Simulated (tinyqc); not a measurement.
The mobility curve: inversion-layer mobility, back-scattering and ballistic limit of a field-effect transistor. Computed by tinyqc, a small Python program. Command: `OMP_NUM_THREADS=1 python tinyqc.py 3008661 3008662 out.jsonl mos walk`. One thread of a shared host (Intel(R) Xeon(R) Processor @ 2.30GHz), about 0.01 s of CPU time with the checks.

The charge at the top of the source barrier is fixed by the gate; series resistance and short-channel effects are left out. F_j are Fermi integrals normalised to exp(eta) in the classical limit.

Inputs (values chosen for the exercise, modelled on a strained silicon n-channel):

| quantity | value | unit |
|---|---|---|
| weight w of the inversion charge | 0.5 | - |
| permittivity eps | 11.7 | - |
| phonon mobility at 1 MV/cm and 300 K, mu_ph | 650 | cm^2/(V s) |
| roughness mobility at 1 MV/cm, mu_sr | 1800 | cm^2/(V s) |
| Coulomb mobility at N_inv = 1e12/cm^2, mu_C | 680 | cm^2/(V s) |
| electrical oxide thickness t_inv | 4 | nm |
| depletion charge N_dep | 3e+11 | 1/cm^2 |
| temperature T | 300 | K |

Statistics at the top of the barrier: Fermi-Dirac.

Constants: eps_0 = 8.8541878128e-12 F/m; e = 1.602176634e-19 C.

Method. N_inv = 3.9 eps_0 (V_G - V_T)/(e t_inv); effective field E_eff = e (N_dep + w N_inv)/(eps eps_0). mu_phonon = mu_ph (E_eff/1 MV/cm)^(-0.3) (T/300 K)^(-1.75); mu_rough = mu_sr (E_eff/1 MV/cm)^(-2); mu_Coulomb = mu_C (N_inv/1e12 cm^-2) (T/300 K); Matthiessen's rule adds 1/mu.

Mobilities (cm^2/(V s)):

| V_G - V_T (V) | N_inv (1/cm^2) | E_eff (MV/cm) | phonon | roughness | Coulomb | total |
|---|---|---|---|---|---|---|
| 0.03 | 1.6165e+11 | 0.05890 | 1520.1 | 5.1889e+05 | 109.9 | 102.49 |
| 0.06 | 3.2329e+11 | 0.07140 | 1434.9 | 3.5310e+05 | 219.8 | 190.53 |
| 0.12 | 6.4658e+11 | 0.09640 | 1311.3 | 1.9370e+05 | 439.7 | 328.71 |
| 0.20 | 1.0776e+12 | 0.12973 | 1199.5 | 1.0695e+05 | 732.8 | 452.97 |
| 0.35 | 1.8859e+12 | 0.19223 | 1066.0 | 4.8711e+04 | 1282.4 | 575.24 |
| 0.50 | 2.6941e+12 | 0.25473 | 979.7 | 2.7740e+04 | 1832.0 | 623.97 |
| 0.75 | 4.0411e+12 | 0.35890 | 883.9 | 1.3974e+04 | 2748.0 | 638.26 |
| 1.00 | 5.3882e+12 | 0.46306 | 818.9 | 8.3944e+03 | 3664.0 | 619.87 |
| 1.50 | 8.0823e+12 | 0.67140 | 732.5 | 3.9931e+03 | 5496.0 | 556.32 |

What follows from these numbers?

The lowest part is Coulomb from 0.0300 to 0.200, phonon from 0.350 to 1.50 V. The total peaks at 638 near E_eff = 0.36 MV/cm: screening lifts it at low density and the field presses it down at high density.

Extremes, crossings and ranges named in words are read from the listed rows.
